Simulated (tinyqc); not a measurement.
Polycrystalline film, grain-boundary barriers (Seto model): one step of the calculation.

One-dimensional grains of size Lg with donors N; each boundary has Qt acceptor-like traps per area at one level Et below the band edge. Trapped electrons qt deplete a width w = qt/N (both sides together) and raise a barrier Vb = q N w^2/(8 eps0 eps_r). Current crosses the barriers by thermionic emission at small bias. Abrupt depletion, full ionisation, Boltzmann statistics.

Problem. Trapped charge. w = qt/N, Vb = q N w^2/(8 eps0 eps_r), out = Qt/(1 + 2 (Nc/N) exp((Vb - Et)/Vt)); qt(new) = qt + 0.25 (out - qt).

Inputs (values chosen for the exercise); values close to those of polycrystalline silicon: temperature T = 250 K; relative permittivity of the semiconductor eps_r = 11.7; grain size Lg = 400 nm; trap density at a boundary Qt = 2.8e12 cm^-2; donor density N = 3.5e17 cm^-3; conduction-band density of states at T Nc = 2.13e19 cm^-3; trap level below the band edge Et = 0.52 eV.

Constants: q = 1.602176634e-19 C, kB = 1.380649e-23 J/K, Vt = kB T/q, eps0 = 8.8541878128e-14 F/cm where lengths are in cm. Results are converted to the units shown.

qt at the start = 2.4e12 cm^-2

Find: w; Vb; out; qt after iteration 1.

Solution.

w = 68.57 nm
Vb = 0.3182 V
out = 2.771e12 cm^-2
qt after iteration 1 = 2.493e12 cm^-2

Computed by the program tinyqc: `OMP_NUM_THREADS=1 python tinyqc.py 2610118 2610119 out.jsonl`, one thread of a shared Intel Xeon 2.30GHz, about 0.01 s for the whole run.
